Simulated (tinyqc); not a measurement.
# Implanted layer, carriers, mobility and sheet resistance with incomplete ionisation: effect of the temperature

An n-type layer from the surface x = 0 to the junction xj, N(x) = N0 exp(-(x - Rp)^2/(2 sg^2)). Local neutrality (no depletion at surface or junction, no spilling of carriers), intrinsic carriers neglected, Boltzmann statistics.

NB is given at 300 K and scales as (T/300 K)^1.5. xj = Rp + sg sqrt(2 ln(N0/Nb)). Active dopant A = min(N, Ns); n solves n (n + Nb)/(A - Nb - n) = K, K = (NB/gd) exp(-E/Vt), E = max(Ei - ks A^(1/3), 0), so n = 2 K (A - Nb)/[Nb + K + sqrt((Nb + K)^2 + 4 K (A - Nb))]; mobility mu = m1 + (m2 (T/300 K)^(-bt) - m1)/(1 + ((A + Nb)/Nr)^am). Dose = integral of N, carrier sheet density = integral of n, 1/Rs = q integral of n mu, mean mobility 1/(q Rs sheet density), Hall mobility (unit Hall factor) = integral of n mu^2 over integral of n mu, Hall sheet density = (integral of n mu)^2/integral of n mu^2; all from 0 to xj. Integrals on 4000 steps.

Values chosen for this exercise; values close to those of silicon in GaN over a p-type background:

| symbol | value | unit | meaning |
|---|---|---|---|
| Nb | 6e14 | cm^-3 | background doping of the opposite type |
| N0 | 1e18 | cm^-3 | peak chemical concentration |
| m1 | 52.9 | cm^2/(V s) | mobility limit at high doping |
| m2 | 987 | cm^2/(V s) | mobility limit at low doping, at 300 K |
| Nr | 1.92e17 | cm^-3 | reference doping of the mobility law |
| am | 0.704 |  | exponent of the mobility law |
| bt | 2.2 |  | temperature exponent of m2 |
| Ns | 1.01e20 | cm^-3 | solubility limit of active dopant |
| NB | 2.31e18 | cm^-3 | conduction-band density of states at the reference temperature |
| Ei | 0.0167 | eV | ionisation energy in the dilute limit |
| gd | 2 |  | degeneracy factor of the level |
| ks | 3.2e-9 | eV cm | lowering of Ei per N^(1/3) |
| sg | 20 | nm | straggle after annealing |
| Rp | 27 | nm | projected range |

Constants: q = 1.602176634e-19 C, kB = 1.380649e-23 J/K, Vt = kB T/q. Results are converted to the units shown.

The same in every row: xj (nm) = 104.0; dose (cm^-2) = 4.569e12.

Results:
```
T (K)  carriers (cm^-2)  Rs (ohm/square)  mean mobility (cm^2/(V s))  Rs xj (ohm nm)  Hall/true sheet density
250            2.504e12             5113                       487.5         5.320e5                   0.9204
300            2.793e12             6637                       336.8         6.905e5                   0.9309
400            3.211e12             9974                       194.9         1.038e6                   0.9502
450            3.366e12          1.170e4                       158.5         1.217e6                   0.9588
500            3.494e12          1.342e4                       133.1         1.396e6                   0.9665
550            3.602e12          1.509e4                       114.8         1.570e6                   0.9734
```

Estimate the missing row, T = 350 K.

Computed row:
```
T (K)  carriers (cm^-2)  Rs (ohm/square)  mean mobility (cm^2/(V s))  Rs xj (ohm nm)  Hall/true sheet density
350            3.024e12             8272                       249.5         8.606e5                   0.9408
```

With this row back in the table: As T goes from 250 to 550, xj stays at 104 nm, Rs rises from 5110 to 15100 ohm/square, the mean mobility falls from 488 to 115 cm^2/(V s) and the share of the dose that conducts rises from 54.8 to 78.8 %.

Numbers from tinyqc (`OMP_NUM_THREADS=1 python tinyqc.py 2110093 2110094 out.jsonl`; about 0.01 s on one thread of a shared Intel Xeon 2.30GHz).
